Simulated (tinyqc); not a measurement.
Worked calculation: Hubbard chain of 2 sites. Computed by tinyqc, a small Python program that keeps every step. Settings: hopping = 0.94, U = 3.7, mixing = 1, iteration cap = 56. Command: `OMP_NUM_THREADS=1 python tinyqc.py 30768 30769 out.jsonl` (the two numbers bound the seeds that draw the settings). One thread of a shared host (Intel(R) Xeon(R) Processor @ 2.60GHz), about 0.2 s of CPU time with the checks.

one-body matrix (hopping and site energies) (eV):
```
          1         2
1   0.51000  -0.94000
2  -0.94000   0.21000
```

U = 3.70000 eV

electrons, up and down: 1  1

n(up) at the start (a guess, not normalised): 1 0.50000, 2 0.50000

n(down) at the start (a guess): 1 0.50000, 2 0.50000

Each step fills the lowest levels of T + U n(other spin) and sets n(new) = n + mixing (n(out) - n); stop when output and input agree to 1e-8.

Course of the cycle:
```
iteration     E (eV)  largest |n(out) - n(in)|  mean |n_up - n_down|
1          0.7121529                  7.88e-02               0.00000
2          0.7966218                  1.53e-01               0.00000
3          1.0480661                  2.81e-01               0.00000
4          1.7106728                  4.79e-01               0.00000
5          2.2704059                  6.62e-01               0.00000
6          2.9104494                  7.92e-01               0.00000
7          2.7707096                  8.38e-01               0.00000
8          3.1081470                  8.54e-01               0.00000
9          2.8177979                  8.58e-01               0.00000
10         3.1229374                  8.59e-01               0.00000
11         2.8210754                  8.59e-01               0.00000
...              ...                       ...                   ...
46         3.1240194                  8.59e-01               0.00000
47         2.8213138                  8.59e-01               0.00000
48         3.1240194                  8.59e-01               0.00000
49         2.8213138                  8.59e-01               0.00000
50         3.1240194                  8.59e-01               0.00000
51         2.8213138                  8.59e-01               0.00000
52         3.1240194                  8.59e-01               0.00000
53         2.8213138                  8.59e-01               0.00000
54         3.1240194                  8.59e-01               0.00000
55         2.8213138                  8.59e-01               0.00000
56         3.1240194                  8.59e-01               0.00000
```

Can the last value be used, and what does the course show?

Not by the stop rule. Not converged within 56 iterations: the residual has stopped falling: the iteration swings between two states. The lowest mean-field energy found from random starts is 0.23987 eV. Reruns (cap 100 unless said): mixing 0.2: converged in 19 to a higher stationary point (E = 0.68194); mixing 0.5: converged in 23 to a higher stationary point (E = 0.68194); mixing 0.9: not converged; the original settings with a cap of 400: not converged.
